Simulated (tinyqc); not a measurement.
# Quasi-harmonic thermal expansion with mode Grueneisen parameters, step by step

A worked calculation. Computed by tinyqc, a small Python program that keeps every step. Command: `OMP_NUM_THREADS=1 python tinyqc.py 3031822 3031823 out.jsonl qha walk`. One thread of a shared host (Intel(R) Xeon(R) Processor @ 2.30GHz), about 0.05 s of CPU time with the checks. Intermediate numbers are printed to about 6 digits and carried at full precision; extremes and crossings named in words are read from the listed rows.

A crystal with two atoms a cell; per atom there are 1 transverse acoustic (TA), 1/2 longitudinal acoustic (LA) and 3/2 optical (O) modes. Every frequency of group i scales as nu_i (V/V0)^(-gamma_i). The acoustic groups have Debye spectra, density 3 nu^2/nu_i^3 up to nu_i (40 Gauss-Legendre points); the optical group has one frequency. Static energy: E = (9 V0 B0/16) [y^3 B' + y^2 (2 - 4 y)], y = (V0/V)^(2/3) - 1, with pressure P_s = (3 B0/2) (z^7 - z^5) [1 + (3/4)(B' - 4)(z^2 - 1)], z = (V0/V)^(1/3).

Inputs (values chosen for the exercise, modelled on germanium):

| quantity | value | unit |
|---|---|---|
| static volume V0 | 22.6 | angstrom^3/atom |
| static bulk modulus B0 | 73.8 | GPa |
| static B' | 4.73 | - |
| frequency nu_TA | 2.52 | THz |
| frequency nu_LA | 6.38 | THz |
| frequency nu_O | 8.87 | THz |
| Grueneisen parameter gamma_TA | -0.83 | - |
| Grueneisen parameter gamma_LA | 0.88 | - |
| Grueneisen parameter gamma_O | 1.2 | - |
| temperature T | 80 | K |
| step factor f | 0.03 | - |

Acoustic groups: Debye.

Constants: h x 1 THz = 4.135667696 meV; k_B = 8.617333262e-05 eV/K; 1 eV/angstrom^3 = 160.2176634 GPa.

## Mode groups at the static volume

For a mode with x = h nu/(k_B T), n = 1/(exp(x) - 1): U = h nu (n + 1/2), C/k_B = x^2 n (n + 1); U_i and C_i sum these over group i with its weight per atom. Phonon pressure P_ph = sum_i gamma_i U_i/V.

Groups:

| group | h nu_i/(k_B T) | U_i (meV) | C_i (k_B) | gamma_i C_i (k_B) |
|---|---|---|---|---|
| TA | 1.51176 | 7.66107 | 0.894439 | -0.742384 |
| LA | 3.82740 | 5.62348 | 0.264601 | 0.232849 |
| O | 5.32116 | 27.7828 | 0.209608 | 0.251530 |

phonon pressure at V0 = 0.226356 GPa

## Grueneisen's estimate

gamma_th = sum gamma_i C_i / sum C_i; volume expansion coefficient alpha_V = gamma_th C k_B/(B0 V0); linear coefficient alpha_V/3; first-order volume change P_ph/B0.

heat capacity C at V0 = 1.36865 k_B/atom

gamma_th at V0 = -0.188511

linear expansion, Grueneisen estimate = -0.711910 ppm/K

first-order volume change = 0.306715 %

The negative gamma_TA outweighs the other groups at this T, so the crystal shrinks on heating.

## Equilibrium volume by iteration

Start at V0 and step V(new) = V [1 + f (P_s + P_ph)/B0]; stop when |P_s + P_ph| < 1e-8 GPa, after 60 steps, or when V leaves 0.7 to 1.3 V0.

Iterations:

| step | V (angstrom^3) | P_s + P_ph (GPa) |
|---|---|---|
| 0 | 22.6000 | 0.226356 |
| 1 | 22.6021 | 0.219519 |
| 2 | 22.6041 | 0.212891 |
| 3 | 22.6061 | 0.206466 |
| 4 | 22.6079 | 0.200237 |
| 5 | 22.6098 | 0.194199 |
| 6 | 22.6116 | 0.188345 |
| 7 | 22.6133 | 0.182670 |
| 8 | 22.6150 | 0.177167 |
| ... | ... | ... |
| 51 | 22.6546 | 0.047885 |
| 52 | 22.6551 | 0.046454 |
| 53 | 22.6555 | 0.045067 |
| 54 | 22.6559 | 0.043721 |
| 55 | 22.6563 | 0.042415 |
| 56 | 22.6567 | 0.041149 |
| 57 | 22.6571 | 0.039920 |
| 58 | 22.6575 | 0.038729 |
| 59 | 22.6578 | 0.037573 |

converged (1 yes, 0 no) = 0

volume V(T) = 22.6582 angstrom^3/atom

Not converged: the residual falls at every step, but slowly, by a factor of about 0.970 a step. Near the solution each step multiplies the error by about 1 - f B/B0, with f = 0.03.

Reruns converge with step factor f = 1.0; or with step factor f = 0.6.
